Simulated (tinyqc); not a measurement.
Capacitance of parallel on-chip lines from Laplace's equation on a mesh: two steps of the calculation.

Cross-section of an endless row of equal lines between two grounded planes; neighbours are driven in antiphase (+1 V and -1 V), so the plane midway between two lines is at 0 V. By symmetry one quarter is solved: x runs from the centre of a line (column 0, mirror) to that midplane (column 3, 0 V), y from the mid-height of the line (row 0, mirror) to the ground plane (row 3, 0 V). The line fills columns 0 to 1 and rows 0 to 1 at 1 V. Cells beside the line (below row 1) have e2, cells above have e1. Each link between nodes has the conductance g = mean permittivity of the two cells beside it (a cell beyond a mirror counts as 0), and the free nodes obey sum g (V_neighbour - V) = 0.

Values chosen for this exercise:
```
symbol,value,unit,meaning
e1,4.2,,relative permittivity above and below the lines
e2,2.4,,relative permittivity between the lines
om,1.2,,over-relaxation factor
```

Problem 1. Link conductances. gx[j, i] joins node (row j, column i) to column i + 1, gy[j, i] to row j + 1.

Wanted: gx; gy.

Solution 1.

gx:
```
        col 0   col 1   col 2
row 0  1.2000  1.2000  1.2000
row 1  3.3000  3.3000  3.3000
row 2  4.2000  4.2000  4.2000
row 3  2.1000  2.1000  2.1000
```

gy:
```
        col 0   col 1   col 2   col 3
row 0  1.2000  2.4000  2.4000  1.2000
row 1  2.1000  4.2000  4.2000  2.1000
row 2  2.1000  4.2000  4.2000  2.1000
```

Problem 2. Relaxation sweep. One sweep visits the free nodes row by row from row 0, left to right, and replaces V by V + om (weighted mean of the neighbours - V), using new values at once.

V after sweep 1 (V):
```
           col 0      col 1      col 2      col 3
row 0  1.0000000  1.0000000  0.3000000  0.0000000
row 1  1.0000000  1.0000000  0.3654545  0.0000000
row 2  0.3000000  0.3900000  0.2266364  0.0000000
row 3  0.0000000  0.0000000  0.0000000  0.0000000
```

gx:
```
       col 0  col 1  col 2
row 0    1.2    1.2    1.2
row 1    3.3    3.3    3.3
row 2    4.2    4.2    4.2
row 3    2.1    2.1    2.1
```

gy:
```
       col 0  col 1  col 2  col 3
row 0    1.2    2.4    2.4    1.2
row 1    2.1    4.2    4.2    2.1
row 2    2.1    4.2    4.2    2.1
```

Give: V after sweep 2.

Solution 2.

V after sweep 2 (V):
```
        col 0   col 1   col 2   col 3
row 0  1.0000  1.0000  0.4593  0.0000
row 1  1.0000  1.0000  0.4136  0.0000
row 2  0.4740  0.4322  0.2084  0.0000
row 3  0.0000  0.0000  0.0000  0.0000
```

Program tinyqc, `OMP_NUM_THREADS=1 python tinyqc.py 2790116 2790117 out.jsonl`; Intel Xeon 2.30GHz, shared host, one thread, about 0.5 s.
